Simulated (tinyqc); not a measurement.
# Cell-based percolation model of oxide breakdown: effect of the thickness

The oxide, of thickness n a, is cut into cubic cells. A cell is defective with the chance l = 1 - exp(-a^3 N), N = N1 (t/1 s)^al. A column of n defective cells breaks the oxide down, and the area holds M = A/a^2 independent columns: 1 - F = (1 - l^n)^M.

At F = 1 - 1/e: l_c = (1 - exp(-1/M))^(1/n), N_bd = -ln(1 - l_c)/a^3, t63 = (N_bd/N1)^(1/al). W = ln(-ln(1 - F)); for small l, W = ln M + n ln(a^3 N), so the Weibull slope is n al.

Parameters, values chosen for the exercise:
- a = 0.6 nm (edge of a cell)
- A = 0.06 um^2 (area)
- al = 0.45 (exponent of defect growth)
- N1 = 1.1e18 cm^-3 (defect density after 1 s)

Results:

| n | l_c | N_bd (cm^-3) | t63 (s) | slope at t63 |
|---|---|---|---|---|
| 1 | 6.000e-6 | 2.778e16 | 2.816e-4 | 0.4500 |
| 2 | 0.002449 | 1.135e19 | 179.0 | 0.8989 |
| 3 | 0.01817 | 8.490e19 | 1.565e4 | 1.338 |
| 4 | 0.04949 | 2.350e20 | 1.503e5 | 1.755 |
| 5 | 0.09029 | 4.381e20 | 6.000e5 | 2.145 |
| 6 | 0.1348 | 6.703e20 | 1.544e6 | 2.509 |
| 7 | 0.1795 | 9.158e20 | 3.089e6 | 2.849 |
| 9 | 0.2629 | 1.412e21 | 8.087e6 | 3.464 |

Estimate the missing row, n = 8.

Computed row:

| n | l_c | N_bd (cm^-3) | t63 (s) | slope at t63 |
|---|---|---|---|---|
| 8 | 0.2225 | 1.165e21 | 5.273e6 | 3.166 |

With this row back in the table: N_bd rises from 2.78e16 to 1.41e21 cm^-3 and the slope rises from 0.450 to 3.46, against n al = 0.450 to 4.05. A thin oxide needs few defects in a row, so it breaks at a lower density and with a wider spread; at n = 1 one defect suffices.

tinyqc, about 0.01 s, one thread, Intel Xeon 2.30GHz (shared host): `OMP_NUM_THREADS=1 python tinyqc.py 2070143 2070144 out.jsonl`
